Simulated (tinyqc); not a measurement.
## Barrier from its over-barrier resonances

Inverse problem. A flat barrier of width d = 1.6 nm between equal leads transmits fully where k d = n pi, that is at E_n = U + C (n pi/d)^2/m, C = hbar^2/(2 m0), whatever the lead mass. Find m and U.

Constants: q = 1.602176634e-19 C, hbar = 1.054571817e-34 J s, m0 = 9.1093837015e-31 kg, hbar^2/(2 m0) = 0.0380998212 eV nm^2. Results are converted to the units shown.

energies of resonances n = 1 and 2 (eV): 2.4298983  5.8195933

Solution. The spacing is 3 C (pi/d)^2/m, which gives m; either energy then gives U.

m = 0.130 m0
U = 1.30 eV

Numbers from tinyqc (`OMP_NUM_THREADS=1 python tinyqc.py 2560001 2560002 out.jsonl`; about 0.01 s on one thread of a shared Intel Xeon 2.30GHz).
